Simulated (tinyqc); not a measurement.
Strained alloy layer of InAs and AlAs on (001) InP, model-solid band line-up: one step of the calculation.

The layer is x parts of the first compound and 1 - x of the second, grown coherently on the third as substrate and barrier. Rows of the table: lattice constant a, average valence level Ea on an absolute scale, spin-orbit splitting so, gaps at Gamma, X and L, hydrostatic deformation potentials av and ac (Gamma), shear potential b, elastic constants, electron and heavy-hole (along z) masses. All are interpolated linearly in x; gaps get -C x (1 - x), taken wholly in the conduction band; real line-ups can differ from this model by 0.1 eV or more.

Problem. Relaxed alloy and strain. In-plane strain e = (a_substrate - a)/a, e_z = -2 (c12/c11) e, volume change 2 e + e_z.

Inputs (values chosen for the exercise): fraction of the first compound in the layer x = 0.64; bowing of the Gamma gap CG = 0.7 eV; bowing of the X gap CX = 0 eV; bowing of the L gap CL = 0 eV.

Binary compounds, values chosen for the exercise:
```
              close to InAs  close to AlAs  close to InP
a (angstrom)          6.058          5.661         5.869
Ea (eV)               -6.67          -7.49         -7.04
so (eV)               0.383          0.277         0.111
EG (eV)               0.355           2.99          1.35
EX (eV)                1.36           2.13          2.19
EL (eV)                1.07           2.35          1.92
av (eV)               0.988           2.49          1.27
ac (eV)               -5.01          -5.57         -4.99
b (eV)                -1.81          -1.49         -1.73
c11 (GPa)                83            124           100
c12 (GPa)              45.9           54.2          56.6
me (m0)               0.023          0.152        0.0808
mh (m0)               0.328          0.474         0.524
```

Give: a; Gamma gap; X gap; L gap; e; e_z; volume change.

Solution.

a = 5.9151 angstrom
Gamma gap = 1.1423 eV
X gap = 1.6372 eV
L gap = 1.5308 eV
e = -0.77903 %
e_z = 0.77915 %
volume change = -0.77890 %

The relaxed alloy has its lowest gap at Gamma (direct). The layer is under compressive in-plane strain.

tinyqc, about 0.01 s, one thread, Intel Xeon 2.30GHz (shared host): `OMP_NUM_THREADS=1 python tinyqc.py 2690101 2690102 out.jsonl`
